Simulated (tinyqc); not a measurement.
Worked calculation: Jacobi rotations on a symmetric matrix. One step of it, computed by the program tinyqc.

Question. Jacobi rotation 2. Take the largest off-diagonal element A_pq; tan 2 theta = 2 A_pq / (A_qq - A_pp) with |theta| <= pi/4; A' = J^T A J with J_pp = J_qq = cos, J_pq = sin, J_qp = -sin.

A':
```
[[0.073169, -0.111747, 0.013327, 0.272006, 0.000000],
 [-0.111747, 0.217000, -0.016000, -0.397000, -0.131292],
 [0.013327, -0.016000, 1.403000, -0.493000, -0.412022],
 [0.272006, -0.397000, -0.493000, 1.813000, -0.167823],
 [0.000000, -0.131292, -0.412022, -0.167823, 2.422831]]
```

Give: p, q, theta; A'.

Answer.

p, q, theta (rad): [3.0000, 4.0000, -0.5884]

A':
```
[[0.0732, -0.1117, 0.1620, 0.2189, 0.0000],
 [-0.1117, 0.2170, -0.2336, -0.3214, -0.1313],
 [0.1620, -0.2336, 1.0741, 0.0000, -0.4359],
 [0.2189, -0.3214, 0.0000, 2.1419, 0.0891],
 [0.0000, -0.1313, -0.4359, 0.0891, 2.4228]]
```
